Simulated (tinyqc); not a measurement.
Adding salt: a particle near a wafer in liquid: double-layer and van der Waals forces (DLVO), deposition barrier and removal. Computed by tinyqc, a small Python program. Command: `OMP_NUM_THREADS=1 python tinyqc.py 3114358 3114359 out.jsonl dlvo walk`. One thread of a shared host (Intel(R) Xeon(R) Processor @ 2.30GHz), about 0.01 s of CPU time with the checks.

Sphere and flat wall, Derjaguin approximation, constant potentials in the linear-superposition form, no retardation and no hydration force.

Inputs (values chosen for the exercise, of the order of those for alumina on silica in water):
```
quantity                             value   unit
particle radius R                       21     nm
Hamaker constant A                 1.2e-20      J
potential of the particle psi_1        -57     mV
potential of the wafer psi_2           -61     mV
salt concentration c                  0.22  mol/L
valence z of the symmetric salt          1      -
temperature T                          323      K
dielectric constant of the liquid     69.9      -
```

Constants: e = 1.602176634e-19 C; N_A = 6.02214076e+23 1/mol; eps_0 = 8.8541878128e-12 F/m; k_B = 1.380649e-23 J/K; k_B = 8.617333262e-05 eV/K.

Method:
- kappa^2 = 2 z^2 e^2 N_A (1000 c)/(eps eps_0 k_B T); gamma_i = tanh(z e psi_i/(4 k_B T)); Z = 64 pi eps eps_0 (k_B T/(z e))^2 gamma_1 gamma_2.
- The barrier height is zero when U = 0 and F = 0 together: kappa h = 1 and kappa = 6 Z/(e A), e = 2.718282 here; c follows from kappa^2, with the potentials held fixed.
- U(h) = Z R exp(-kappa h) - A R/(6 h); F(h) = -dU/dh = kappa Z R exp(-kappa h) - A R/(6 h^2), positive for repulsion.
- F = 0 reads x^2 exp(-x) = y with x = kappa h and y = A kappa/(6 Z); the left side peaks at x = 2 with 4/e^2 = 0.5413, so roots exist for smaller y: x < 2 is the barrier, x > 2 the secondary minimum.
- kappa scales as sqrt(c); potentials are held fixed. A dash marks rows without a maximum.

critical concentration = 1.55340 mol/L

kappa = 1.56984 1/nm

Z = 22.6783 pN

Against the concentration:
```
c (mol/L)  Debye length (nm)  barrier at (nm)  barrier (k_B T)  minimum at (nm)  minimum (k_B T)
1.55e-04              23.999           1.5010           94.044       2.4631e+02      -3.4511e-02
1.55e-03               7.589           0.8661           84.401       6.6828e+01      -1.2493e-01
1.55e-02               2.400           0.5118           67.881       1.7451e+01      -4.6547e-01
7.77e-02               1.072           0.3644           50.170       6.5611e+00      -1.2009e+00
3.11e-01               0.536           0.2831           29.692       2.6994e+00      -2.7965e+00
7.77e-01               0.339           0.2500           13.405       1.4343e+00      -5.0146e+00
1.40e+00               0.253           0.2400            2.042       9.1689e-01      -7.4429e+00
2.33e+00               0.196           0.2468           -7.895       5.8398e-01      -1.0722e+01
4.66e+00               0.138                -                -                -                -
```

What does the comparison show, and why?

At low salt the barrier tends to Z R = 107 k_B T; it is half of that between 0.015 and 0.078 mol/L and changes sign at 1.6 mol/L, while the secondary minimum deepens to -7.4 k_B T at 0.9 of that. Caution: above about 1 mol/L the Debye length is of molecular size and surface potentials do not stay fixed, so this value is formal.

Extremes, crossings and ranges named in words are read from the listed rows.
